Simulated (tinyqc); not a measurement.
# Hot electrons in a saturated n-channel MOSFET, lucky-electron model: effects of single changes

Beyond pinch-off the lateral field grows as Esat cosh(y/l) over the velocity-saturated region (pseudo-two-dimensional model). Impact ionisation in this region gives the substrate current, which biases the body forward through Rsub. Currents are per width. Local-field laws: they overstate ionisation when the field peak is narrower than an energy relaxation length.

Inputs (values chosen for the exercise); values close to those of silicon n-channel devices:
- L = 0.35 um (channel length)
- tox = 8.7 nm (oxide thickness)
- xj = 120 nm (junction depth)
- VT = 0.6 V (threshold)
- mu = 320 cm^2/(V s) (effective mobility)
- vs = 9.5e6 cm/s (saturation velocity)
- Ai = 2e6 1/cm (ionisation prefactor)
- Bi = 1.67 MV/cm (ionisation field)
- Rd = 0 ohm um (resistance of the lightly doped drain)
- Rsub = 29000 ohm um (substrate resistance)
- kb = 0.44 (fall of VT per volt of forward body bias)
- m = 3.3 (lifetime exponent)
- Hl = 750 s uA/um (lifetime constant)
- Vd = 2.9 V (drain voltage)
- Vg = 1.7 V (gate voltage)

Constants: eps0 = 8.8541878128e-14 F/cm where lengths are in cm. Results are converted to the units shown.

Each table varies one quantity; the others keep the values above.

## Effect of the channel length

Cox = 3.9 eps0/tox, l = sqrt(3 tox xj), Esat = 2 vs/mu. Overdrive g = Vg - VT + kb Vb; Vdsat = g Esat L/(g + Esat L); Id = Cox vs (g - Vdsat); dV = Vd - Id Rd - Vdsat; Em = sqrt((dV/l)^2 + Esat^2); Isub = Id (Ai/Bi) l Em exp(-Bi/Em). Vb = Rsub Isub is solved self-consistently. Lifetime tau = (Hl/Id)(Isub/Id)^(-m); 1 year = 3.15576e7 s.

Effect of the channel length:

| L (um) | Id (uA/um) | Em (MV/cm) | Isub (uA/um) | Isub/Id | tau (years) |
|---|---|---|---|---|---|
| 0.17 | 271.7 | 0.4213 | 14.57 | 0.05365 | 0.001363 |
| 0.25 | 205.6 | 0.4033 | 8.845 | 0.04301 | 0.003733 |
| 0.35 | 159.4 | 0.3888 | 5.665 | 0.03554 | 0.009040 |
| 0.49 | 122.2 | 0.3760 | 3.625 | 0.02967 | 0.02139 |
| 0.7 | 90.93 | 0.3644 | 2.272 | 0.02498 | 0.05072 |
| 0.99 | 67.44 | 0.3553 | 1.459 | 0.02164 | 0.1098 |
| 1.4 | 49.48 | 0.3480 | 0.9512 | 0.01922 | 0.2213 |

What does the table show?

As L goes from 0.17 to 1.4 um, Em falls from 0.421 to 0.348 MV/cm, Isub falls from 14.6 to 0.951 uA/um and tau rises from 0.00136 to 0.221 years. From the first row to the last, log10(tau) changes by 2.2: 1.5 from (Isub/Id)^(-m), which holds Em and l, and 0.74 from 1/Id. At L = 0.17 um the saturated region takes over 60 % of L, so using the full L in Vdsat is rough.

## Effect of the drain voltage

Same model as above.

Effect of the drain voltage:

| Vd (V) | Id (uA/um) | Em (MV/cm) | Isub (uA/um) | Isub/Id | tau (years) |
|---|---|---|---|---|---|
| 1.8 | 143.7 | 0.2020 | 0.04992 | 3.474e-4 | 4.303e4 |
| 2 | 144.1 | 0.2362 | 0.1942 | 0.001348 | 489.6 |
| 2.2 | 145.1 | 0.2706 | 0.5501 | 0.003791 | 16.01 |
| 2.4 | 147.0 | 0.3049 | 1.257 | 0.008551 | 1.079 |
| 2.6 | 150.4 | 0.3389 | 2.475 | 0.01646 | 0.1216 |
| 2.8 | 155.8 | 0.3724 | 4.385 | 0.02815 | 0.01997 |
| 3 | 163.8 | 0.4051 | 7.206 | 0.04399 | 0.004351 |
| 3.2 | 175.5 | 0.4368 | 11.24 | 0.06402 | 0.001177 |

What does the comparison show?

As Vd goes from 1.8 to 3.2 V, Em rises from 0.202 to 0.437 MV/cm, Isub rises from 0.0499 to 11.2 uA/um and tau falls from 43000 to 0.00118 years. The slope of ln(tau) against 1/Vd is 80.6 V between the first two rows and 62.7 V between the last two; ten years are last met at Vd = 2.2 V among the rows. At Vd = 1.8 V tau is a far extrapolation that only says that hot carriers are no limit.

## Effect of the junction depth

Same model as above.

Results:

| xj (nm) | Id (uA/um) | Em (MV/cm) | Isub (uA/um) | Isub/Id | tau (years) |
|---|---|---|---|---|---|
| 65 | 198.10 | 0.50975 | 18.816 | 0.094981 | 2.8371e-4 |
| 88 | 173.87 | 0.44733 | 10.676 | 0.061403 | 0.0013637 |
| 120 | 159.42 | 0.38882 | 5.6654 | 0.035537 | 0.0090397 |
| 220 | 147.18 | 0.29293 | 1.3077 | 0.0088856 | 0.94941 |
| 300 | 145.03 | 0.25318 | 0.53138 | 0.0036641 | 17.924 |

Estimate the missing row, xj = 160 nm.

Computed row:

| xj (nm) | Id (uA/um) | Em (MV/cm) | Isub (uA/um) | Isub/Id | tau (years) |
|---|---|---|---|---|---|
| 160 | 151.76 | 0.34022 | 2.9500 | 0.019439 | 0.069534 |

With this row back in the table: As xj goes from 65 to 300 nm, Em falls from 0.510 to 0.253 MV/cm, Isub falls from 18.8 to 0.531 uA/um and tau rises from 2.84e-4 to 17.9 years. From the first row to the last, log10(tau) changes by 4.8: 4.7 from (Isub/Id)^(-m), which holds Em and l, and 0.14 from 1/Id. At xj = 65 nm the body is biased forward by over 0.45 V, close to turning on the parasitic bipolar transistor.

tinyqc, about 0.01 s, one thread, Intel Xeon 2.30GHz (shared host): `OMP_NUM_THREADS=1 python tinyqc.py 2550042 2550043 out.jsonl`
